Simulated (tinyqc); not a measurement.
Six-band Luttinger-Kohn model with strain: one step. The edges in closed form. Four cases, with inputs chosen for the exercise.

Problem. With R = S = 0: P = -av tr(e), Q = -(b/2)(exx + eyy - 2 ezz), W = sqrt(Dso^2 + 2 Dso Q + 9 Q^2); E(HH) = -P - Q, E(LH) and E(SO) = -P + (Q - Dso +/- W)/2. Without the coupling to the split-off band E(LH) = -P + Q.

Case 1.

Values chosen (out of a larger set: near those of GaSb; not measured data): Dso = 0.782 eV (spin-orbit splitting); av = 0.82 eV (valence hydrostatic potential); b = -1.94 eV (tetragonal shear potential).

strain tensor, rows x, y, z and columns alike:
```
[[-0.01183290, 0.00000000, 0.00000000],
 [0.00000000, -0.01183290, 0.00000000],
 [0.00000000, 0.00000000, 0.03774694]]
```

Case 2.

Values chosen (out of a larger set: near those of GaSb; not measured data): Dso = 0.758 eV (spin-orbit splitting); av = 0.79 eV (valence hydrostatic potential); b = -1.99 eV (tetragonal shear potential).

strain tensor, rows x, y, z and columns alike:
```
[[0.01064524, 0.00000000, 0.00000000],
 [0.00000000, 0.01064524, 0.00000000],
 [0.00000000, 0.00000000, -0.00964461]]
```

Case 3.

Values chosen (out of a larger set: near those of InAs; not measured data): Dso = 0.375 eV (spin-orbit splitting); av = 1.02 eV (valence hydrostatic potential); b = -1.74 eV (tetragonal shear potential).

strain tensor, rows x, y, z and columns alike:
```
[[-0.02829108, 0.00000000, 0.00000000],
 [0.00000000, -0.02829108, 0.00000000],
 [0.00000000, 0.00000000, 0.03012476]]
```

Case 4.

Values chosen (out of a larger set: near those of InSb; not measured data): Dso = 0.811 eV (spin-orbit splitting); av = 0.36 eV (valence hydrostatic potential); b = -2 eV (tetragonal shear potential).

strain tensor, rows x, y, z and columns alike:
```
[[-0.03072425, 0.00000000, 0.00000000],
 [0.00000000, -0.03072425, 0.00000000],
 [0.00000000, 0.00000000, 0.03349300]]
```

Give: P; Q; W; E(HH), E(LH), E(SO); E(LH) without the coupling.

Solution.

Case 1.

P = -0.01155 eV
Q = -0.09618 eV
W = 0.73780 eV

E(HH), E(LH), E(SO) (eV): [0.1077, -0.0586, -0.7964]

E(LH) without the coupling = -0.0846 eV

The heavy-hole edge is on top. The coupling raises the light-hole edge by 26.0 meV; to lowest order it is 2 Q^2/Dso = 23.7 meV, with |Q|/Dso = 0.12.

Case 2.

P = -0.00920 eV
Q = 0.04038 eV
W = 0.80650 eV

E(HH), E(LH), E(SO) (eV): [-0.0312, 0.0536, -0.7529]

E(LH) without the coupling = 0.0496 eV

The light-hole edge is on top. The coupling raises the light-hole edge by 4.1 meV; to lowest order it is 2 Q^2/Dso = 4.3 meV, with |Q|/Dso = 0.05.

Case 3.

P = 0.02699 eV
Q = -0.10164 eV
W = 0.39671 eV

E(HH), E(LH), E(SO) (eV): [0.0747, -0.0670, -0.4637]

E(LH) without the coupling = -0.1286 eV

The heavy-hole edge is on top. The coupling raises the light-hole edge by 61.7 meV; to lowest order it is 2 Q^2/Dso = 55.1 meV, with |Q|/Dso = 0.27.

Case 4.

P = 0.01006 eV
Q = -0.12843 eV
W = 0.77321 eV

E(HH), E(LH), E(SO) (eV): [0.1184, -0.0932, -0.8664]

E(LH) without the coupling = -0.1385 eV

The heavy-hole edge is on top. The coupling raises the light-hole edge by 45.3 meV; to lowest order it is 2 Q^2/Dso = 40.7 meV, with |Q|/Dso = 0.16.

Computed by tinyqc, one run a case: `OMP_NUM_THREADS=1 python tinyqc.py N N+1 out.jsonl` with N = 1080913, 1081010, 1081367, 1081461; one thread of a shared Intel(R) Xeon(R) Processor @ 2.30GHz, about 0.06 s a run at most.
